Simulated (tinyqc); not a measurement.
Changing the dislocation density N_dis: mobility limited by charged threading dislocations. Computed by tinyqc, a small Python program. Command: `OMP_NUM_THREADS=1 python tinyqc.py 3025220 3025221 out.jsonl disl sweep`. One thread of a shared host (Intel(R) Xeon(R) Processor @ 2.30GHz), about 0.01 s of CPU time with the checks.

Parallel lines trap electrons, one site every c, and the current flows across them. Donors are taken as fully ionised and statistics as non-degenerate; SI units, mass times m_0.

Inputs (values chosen for the exercise, modelled on InAs):

| quantity | value | unit |
|---|---|---|
| effective mass m | 0.022 | m_0 |
| permittivity eps | 15.1 | - |
| site spacing c along the line | 4.3 | angstrom |
| largest filling f_0 | 0.97 | - |
| acceptor level E_t below the band edge | 0.3 | eV |
| donor density N | 3.1e+16 | 1/cm^3 |
| lattice mobility at 300 K | 26000 | cm^2/(V s) |
| temperature T | 350 | K |

Band: parabolic. Filling of the line: given.

Constants: eps_0 = 8.8541878128e-12 F/m; k_B = 1.380649e-23 J/K; e = 1.602176634e-19 C; hbar = 1.054571817e-34 J s; m_0 = 9.1093837015e-31 kg.

Method:
- The filling is f = f_0; Read radius R = sqrt(f/(pi c N)). Free electrons n = N - f N_dis/c; screening length lambda = sqrt(eps eps_0 k_B T/(e^2 n)).
- tau(k) = hbar^3 (eps eps_0)^2 c^2 (1 + 4 lambda^2 k^2)^(3/2)/(N_dis m e^4 f^2 lambda^4), k the wave number across the lines; mu_dis = (e/m) int x tau exp(-x) dx with x = hbar^2 k^2/(2 m k_B T), 160 Gauss-Legendre points in sqrt(x) from 0 to sqrt(32). Closed form for lambda k >> 1: mu = 30 sqrt(2 pi) (eps eps_0)^2 c^2 (k_B T)^(3/2)/(N_dis e^3 f^2 lambda sqrt(m)).
- Other processes: Brooks-Herring mobility of a classical gas, mu_I = 128 sqrt(2 pi) (eps eps_0)^2 (k_B T)^(3/2)/(N e^3 sqrt(m) [ln(1 + b) - b/(1 + b)]), b = 24 m k_B T lambda^2/hbar^2; lattice mobility times (T/300 K)^(-2); Matthiessen's rule.

One run for each value:

| dislocation density N_dis (1/cm^2) | total mobility (cm^2/(V s)) | dislocation mobility (cm^2/(V s)) | share of electrons trapped (%) | resistivity (ohm cm) |
|---|---|---|---|---|
| 1.00e+06 | 17724 | 5.404e+06 | 7.277e-02 | 0.01137 |
| 3.60e+06 | 17574 | 1.500e+06 | 2.620e-01 | 0.01149 |
| 1.30e+07 | 17047 | 4.138e+05 | 9.460e-01 | 0.01192 |
| 4.60e+07 | 15402 | 1.155e+05 | 3.347e+00 | 0.01352 |
| 1.70e+08 | 11112 | 2.973e+04 | 1.237e+01 | 0.02068 |
| 6.00e+08 | 4870 | 6.731e+03 | 4.366e+01 | 0.07338 |

Over the rows, total mobility (cm^2/(V s)) falls from 17700 to 4870 (exponent d ln y / d ln x -0.0067 between the first rows and -0.65 between the last); dislocation mobility (cm^2/(V s)) falls from 5.40e6 to 6730 (exponent d ln y / d ln x -1.0 between the first rows and -1.2 between the last); share of electrons trapped (%) rises from 0.0728 to 43.7 (exponent d ln y / d ln x about 1.0 throughout). At the low end the exponent of dislocation mobility is -1.00, close to -1: independent lines. The mobility has lost 10 % between 1.30e7 and 4.60e7 per cm^2. Left out: 2.20e9, 7.70e9, 2.80e10, 1.00e11 (the lines trap nearly all electrons).

Caution (all rows): the potential of a line filled this far exceeds the acceptor depth E_t = 0.3 eV, so its own charge would keep f lower. Caution (all rows): the Read radius sqrt(f/(pi c N)) exceeds three screening lengths: the line potential is not weak, and the Born approximation overstates the scattering, possibly several times. Caution (rows 6.00e8): the cylinders begin to overlap, so barriers and percolation replace independent scattering.

Extremes, crossings and ranges named in words are read from the listed rows.
